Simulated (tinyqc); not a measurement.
From a target to a composition: model-solid line-up of a strained alloy layer on a substrate.

Problem. A layer of the alloy is strained to the substrate, and its gap (Ec minus the top valence edge) is given. Find x between 0.03 and 0.81, where the gap is monotonic.

All values of the alloy are linear in x but the gap, Eg(x) = (1 - x) Eg_A + x Eg_B - C x (1 - x), and the valence edge, Ev(x) = (1 - x) Ev_A + x Ev_B + fv C x (1 - x); Ec = Ev + Eg. Ev is the top of the unstrained valence band on a scale common to all materials. In the layer only the Gamma valley of the conduction band is followed, also where an X or L valley would lie lower.

Coherent growth on a (110) face: e_par = (a_s - a)/a, e_perp = -(C11 + 3 C12 - 2 C44)/(C11 + C12 + 2 C44) e_par; exx = eyy = (e_par + e_perp)/2, ezz = e_par, exy = (e_perp - e_par)/2, eyz = ezx = 0.

Strained edges: Ec + ac tr(e); the valence edges are Ev plus the levels of the 6 x 6 matrix of X, Y, Z times spin with -Dso/3 + l exx + m (eyy + ezz) on the diagonal (cyclic), n exy off it, l = av + 2 b, m = av - b, n = sqrt(3) d. Spin-orbit term (Dso/3) L.sigma on X, Y, Z with (L_k)_ij = -i epsilon_kij: <X+|H|Y+> = -i Dso/3, <X+|H|Z-> = Dso/3, <Y+|H|Z-> = -i Dso/3, <Z+|H|X-> = -Dso/3, <Z+|H|Y-> = i Dso/3, <X-|H|Y-> = i Dso/3, and their conjugates; + and - are the spin along z.

Parameters, chosen for this exercise (A near GaP, B near GaAs, substrate near GaP; shifted at random, so the results belong to these values and not to a real crystal):
```
symbol  value           unit      meaning
a       (5.444, 5.651)  angstrom  lattice constant of A, B
Eg      (2.902, 1.497)  eV        gap at Gamma to the s-like level of A, B
Dso     (0.081, 0.338)  eV        spin-orbit splitting of A, B
Ev      (-1.26, -0.8)   eV        top of the unstrained valence band of A, B
ac      (-8.11, -7.08)  eV        conduction deformation potential of A, B
av      (1.67, 1.18)    eV        valence hydrostatic potential of A, B
b       (-1.62, -2.01)  eV        tetragonal shear potential of A, B
d       (-4.54, -4.84)  eV        trigonal shear potential of A, B
C11     (141.9, 121.8)  GPa       of A, B
C12     (61.5, 56.3)    GPa       of A, B
C44     (70.9, 59.3)    GPa       of A, B
C       0.167           eV        bowing of the gap
fv      0.2                       share of the bowing taken by the valence edge
a_s     5.444           angstrom  substrate
face    110                       growth face
```

strained gap = 2.246098 eV

Find: x; e_par; gap of the relaxed alloy.

Solution. Bisect on x; the strained gap is 2.8670 eV at x = 0.03 and 1.9782 eV at x = 0.81.

x = 0.570
e_par = -2.121 %
gap of the relaxed alloy = 2.060 eV

Program tinyqc; command `OMP_NUM_THREADS=1 python tinyqc.py 1081027 1081028 out.jsonl`; about 0.01 s on one thread of a shared Intel(R) Xeon(R) Processor @ 2.30GHz.
